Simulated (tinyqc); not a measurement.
## Two channel transmissions from conductance and noise

Question. A contact has two spin-degenerate channels: G = (2 q^2/h)(T1 + T2), Fano factor F = [T1 (1 - T1) + T2 (1 - T2)]/(T1 + T2), T1 > T2. Find T1 and T2.

G in units of 2 q^2/h = 0.94
Fano factor = 0.44489362

Answer. With g = T1 + T2, T1^2 + T2^2 = g (1 - F), so (T1 - T2)^2 = 2 g (1 - F) - g^2.

T1 = 0.670
T2 = 0.270

Numbers from tinyqc (`OMP_NUM_THREADS=1 python tinyqc.py 2740011 2740012 out.jsonl`; about 0.03 s on one thread of a shared Intel Xeon 2.30GHz).
